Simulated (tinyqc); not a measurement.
# Thin-body transistor below threshold, two-dimensional Poisson equation on a small mesh: what changes with what

A thin body on a thick buried insulator of low permittivity, taken as carrying no normal field at the bottom of the body (row 0). Mobile charge is neglected (subthreshold), the body is fully depleted, and potentials are counted from the intrinsic level; rows run upward to the gate, columns from source to drain.

Parameters, values chosen for the exercise; semiconductor permittivity close to that of gallium nitride: temperature T = 350 K; relative permittivity of the semiconductor eps_r = 9.53; relative permittivity of the insulator eox = 22; body thickness tb = 6 nm; insulator thickness tox = 4.3 nm; channel length L = 24 nm; acceptor density of the depleted body Na = 2.1e17 cm^-3; potential of the source Vbi = 0.56 V; gate offset Vfb = 0.15 V; gate voltage Vg = 0 V; drain voltage Vd = 0.3 V.

Constants: q = 1.602176634e-19 C, kB = 1.380649e-23 J/K, Vt = kB T/q, eps0 = 8.8541878128e-14 F/cm where lengths are in cm. Results are converted to the units shown.

Each table varies one quantity; the others keep the values above.

## Effect of the body thickness

Mesh: rows i = 0..12 in the semiconductor (step hs = tb/12, row 12 on the interface), then 8 step(s) ho = tox/8 up to the gate row 20; columns j = 0..80 (step hy = L/80). Box integration, divided by eps0: up_i = eps hy/h of the interval above row i, dn_i = that of the interval below (0 for row 0), lat_i = (sum of eps h/2 over the intervals above and below)/hy, s_i = -q Na w_i hy/eps0 with w_i the semiconductor height of the box (hs/2 for row 0 and the interface row, hs between, 0 in the insulator). Each free node obeys (up + dn + 2 lat) psi = up psi(above) + dn psi(below) + lat [psi(left) + psi(right)] + s. Fixed values: gate row Vg - Vfb; column 0 at Vbi and the last column at Vbi + Vd in the semiconductor, each running linearly to Vg - Vfb across the insulator. The system is solved directly. On row 0 the minimum of psi and its place come from a parabola through the three lowest nodes; barrier = Vbi - minimum, swing = Vt ln 10/(d psi/dVg), DIBL = (d psi/dVd)/(d psi/dVg) there. Lambda = pi/k with k the smallest positive root of tan(k tox) tan(k tb) = eox/eps_r.

Results:
```
tb (nm)  L/Lambda  barrier (V)  place y/L  swing (mV/decade)  DIBL (mV/V)
2.4         2.185       0.6513     0.4743              74.98        32.84
3.2         1.996       0.6247     0.4716              77.78        49.46
4.2         1.777       0.5827     0.4677              82.65        78.15
5.5         1.532       0.5182     0.4616              91.42        129.3
9.6         1.030       0.3070     0.4347              140.5        400.6
```

Estimate the missing row, tb = 7.3 nm.

Computed row:
```
tb (nm)  L/Lambda  barrier (V)  place y/L  swing (mV/decade)  DIBL (mV/V)
7.3         1.268       0.4223     0.4513              108.6        227.1
```

With this row back in the table: As tb goes from 2.4 to 9.6 nm, the barrier falls from 0.651 to 0.307 V, the swing rises from 75.0 to 140 mV a decade and DIBL rises from 32.8 to 401 mV/V; the ideal swing is 69.4. L/Lambda goes from 2.2 to 1.0. For tb = 2.4 to 4.2 nm the body is under 5 nm thick, where quantum confinement matters.

## Effect of the channel length

Same model as above.

Effect of the channel length:
```
L (nm)  L/Lambda  barrier (V)  place y/L  swing (mV/decade)  DIBL (mV/V)
15        0.9064       0.2256     0.4173              172.0        556.0
18         1.088       0.3321     0.4389              129.9        343.2
22         1.329       0.4464     0.4541              103.3        197.2
27         1.631       0.5470     0.4644              87.63        107.3
32         1.934       0.6119     0.4706              79.85        61.70
39         2.357       0.6648     0.4762              74.47        29.86
48         2.900       0.6974     0.4808              71.51        12.26
58         3.505       0.7122     0.4841              70.23        4.676
```

What does the table show?

As L goes from 15 to 58 nm, the barrier rises from 0.226 to 0.712 V, the swing falls from 172 to 70.2 mV a decade and DIBL falls from 556 to 4.68 mV/V; the ideal swing is 69.4. L/Lambda goes from 0.91 to 3.5. Between the last two rows DIBL decays with a length of 10.4 nm; 2 Lambda/pi is 10.5 nm.

## Effect of the relative permittivity of the insulator

Same model as above.

Results:
```
eox  L/Lambda  barrier (V)  place y/L  swing (mV/decade)  DIBL (mV/V)
3.9    0.8503       0.2767     0.4253              152.3        462.1
5.9    0.9933       0.3432     0.4384              128.5        337.3
13      1.275       0.4457     0.4534              103.8        200.4
20      1.420       0.4847     0.4581              96.75        160.1
30      1.543       0.5115     0.4612              92.45        135.1
```

Estimate the missing row, eox = 8.8.

Computed row:
```
eox  L/Lambda  barrier (V)  place y/L  swing (mV/decade)  DIBL (mV/V)
8.8     1.136       0.3999     0.4472              113.5        255.1
```

With this row back in the table: As eox goes from 3.9 to 30, the barrier rises from 0.277 to 0.512 V, the swing falls from 152 to 92.4 mV a decade and DIBL falls from 462 to 135 mV/V; the ideal swing is 69.4. L/Lambda goes from 0.85 to 1.5.

tinyqc, about 0.2 s, one thread, Intel Xeon 2.30GHz (shared host): `OMP_NUM_THREADS=1 python tinyqc.py 2480113 2480114 out.jsonl`
